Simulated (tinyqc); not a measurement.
# Well width for a wanted wavelength

Problem. The layer is x parts of the first compound and 1 - x of the second, grown coherently on the second as substrate and barrier. Rows of the table: lattice constant a, average valence level Ea on an absolute scale, spin-orbit splitting so, gaps at Gamma, X and L, hydrostatic deformation potentials av and ac (Gamma), shear potential b, elastic constants, electron and heavy-hole (along z) masses. All are interpolated linearly in x; gaps get -C x (1 - x), taken wholly in the conduction band; real line-ups can differ from this model by 0.1 eV or more. In-plane strain e = (a_substrate - a)/a, e_z = -2 (c12/c11) e, volume change 2 e + e_z. With v = 2 e + e_z and d = 2 b (e_z - e): Eav = Ea + av v; E_hh = Eav + so/3 - d/2; E_lh = Eav - so/6 + d/4 + sqrt(so^2 + so d + 9 d^2/4)/2; E_c = Ea + so/3 + EG + ac v (Gamma). Substrate: E_v = Ea + so/3, E_c = E_v + EG. Well depths: dEc = E_c(substrate) - E_c, dEhh = E_hh - E_v(substrate), dElh likewise; strained Gamma gap E_c - max(E_hh, E_lh); positive values confine carriers in the layer. Lowest level of a finite well of width Lw and depth V: kw Lw/2 = arctan(sqrt((mw/mb)(V - E)/E)), kw = sqrt(mw E/C), C = hbar^2/(2 m0), for electrons (dEc) and heavy holes (dEhh), mb from the substrate; transition E_c - E_hh + both levels, without exciton binding; wavelength h c/E. Find Lw and the two levels.

Parameters, values chosen for the exercise:
```
symbol  value  unit                                      meaning
x        0.29        fraction of the first compound in the layer
CG      0.477    eV                      bowing of the Gamma gap
CX        1.4    eV                          bowing of the X gap
CL       0.33    eV                          bowing of the L gap
```

Constants: q = 1.602176634e-19 C, hbar = 1.054571817e-34 J s, h = 6.62607015e-34 J s, m0 = 9.1093837015e-31 kg, c = 299792458 m/s, hbar^2/(2 m0) = 0.0380998212 eV nm^2. Results are converted to the units shown.

Binary compounds, values chosen for the exercise:
```
              close to InAs  close to GaAs
a (angstrom)          6.058          5.653
Ea (eV)               -6.67          -6.92
so (eV)               0.378          0.335
EG (eV)               0.359           1.43
EX (eV)                1.38           1.88
EL (eV)                1.06           1.73
av (eV)               0.991           1.17
ac (eV)                -5.1           -7.1
b (eV)                 -1.8          -1.69
c11 (GPa)                84            119
c12 (GPa)              44.7           54.3
me (m0)              0.0232          0.066
mh (m0)               0.333          0.354
```

wavelength = 1081.1931 nm

Solution. Both levels fall steadily as the well widens, so the wavelength rises steadily and one width matches.

Lw = 12.50 nm
electron level = 24.80 meV
heavy-hole level = 5.188 meV

Program tinyqc, `OMP_NUM_THREADS=1 python tinyqc.py 2690137 2690138 out.jsonl`; Intel Xeon 2.30GHz, shared host, one thread, about 0.01 s.
